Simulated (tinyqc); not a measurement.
# Inputs raised by 2 %, one at a time

Model: velocity overshoot from momentum and energy balance equations after a field step. Computed by tinyqc, a small Python program. Command: `OMP_NUM_THREADS=1 python tinyqc.py 3011779 3011780 out.jsonl overshoot sens`. One thread of a shared host (Intel(R) Xeon(R) Processor @ 2.30GHz), about 0.04 s of CPU time with the checks.

At t = 0 the field jumps from 0 to F in a uniform sample. v is the drift velocity and u = w - (3/2) k_B T the excess energy per carrier.

Inputs (values chosen for the exercise, modelled on electrons in strained silicon except for tau_E):
```
quantity                      value        unit
effective mass m                0.2         m_0
low-field mobility mu_0        2400  cm^2/(V s)
saturation velocity v_s         1.1    1e7 cm/s
energy relaxation time tau_E   0.38          ps
field after the step F           12       kV/cm
lattice temperature T           300           K
time step dt                     14          fs
```

Scheme: explicit Euler.

Constants: m_0 = 9.1093837015e-31 kg; e = 1.602176634e-19 C; k_B = 8.617333262e-05 eV/K.

Method:
- dv/dt = e F/m - v/tau_m(u), du/dt = e F v - u/tau_E, tau_m(u) = tau_0/(1 + c u), tau_0 = m mu_0/e, c = mu_0/(e tau_E v_s^2); this choice gives the steady state v (1 + mu_0 F v/v_s^2) = mu_0 F, which saturates at v_s. Steady velocity v = 2 mu_0 F/(1 + sqrt(1 + 4 (mu_0 F/v_s)^2)); u = e F v tau_E; carrier temperature T + 2u/(3 k_B), neglecting the drift energy m v^2/2.
- Step: v_new = v + dt (e F/m - v/tau_m(u)), u_new = u + dt (e F v - u/tau_E). Start v = u = 0; the distance adds dt (v + v_new)/2.
- Run to 8 times the larger of tau_E and tau_0, but at most 20001 steps, and stop early if |v| > 1000 v_s or u < -1/(2c); the run is accepted if the last v is within 0.5 % of the steady value.

Runs; columns: (1) input moved; (2) from; (3) to; (4) peak velocity (1e7 cm/s); (5) peak over steady velocity; (6) steady velocity (1e7 cm/s); (7) steady carrier temperature (K):
```
(1)                                    (2)     (3)    (4)    (5)     (6)    (7)
base run                                 -       -  1.379  1.515  0.9098  621.0
effective mass m (m_0)                 0.2   0.204  1.372  1.508  0.9098  621.0
low-field mobility mu_0 (cm^2/(V s))  2400    2448  1.387  1.519  0.9132  622.1
saturation velocity v_s (1e7 cm/s)     1.1   1.122  1.391  1.505  0.9245  626.2
energy relaxation time tau_E (ps)     0.38  0.3876  1.384  1.521  0.9098  627.4
field after the step F (kV/cm)          12   12.24  1.393  1.526  0.9132  628.6
```

Exponents ln(y'/y) / ln(x'/x):
```
input                         peak velocity  peak over steady velocity  steady velocity  steady carrier temperature
effective mass m                     -0.232                     -0.232            0.000                       0.000
low-field mobility mu_0               0.314                      0.128            0.186                       0.096
saturation velocity v_s               0.452                     -0.359            0.811                       0.421
energy relaxation time tau_E          0.193                      0.193            0.000                       0.519
field after the step F                0.533                      0.347            0.186                       0.616
```

Which inputs matter most for each result?

Among the inputs moved here: peak velocity answers most in size to field after the step F (exponent +0.533), next to saturation velocity v_s (+0.452). Peak over steady velocity answers most in size to saturation velocity v_s (exponent -0.359), next to field after the step F (+0.347). Steady velocity answers most in size to saturation velocity v_s (exponent +0.811), next to low-field mobility mu_0 (+0.186); its exponent is below 0.0005 for effective mass m, energy relaxation time tau_E. Its exponent 0.000 in energy relaxation time tau_E: c is tied to tau_E so that the steady curve is fixed. Steady carrier temperature answers most in size to field after the step F (exponent +0.616), next to energy relaxation time tau_E (+0.519); its exponent is below 0.0005 for effective mass m.

Extremes, crossings and ranges named in words are read from the listed rows.
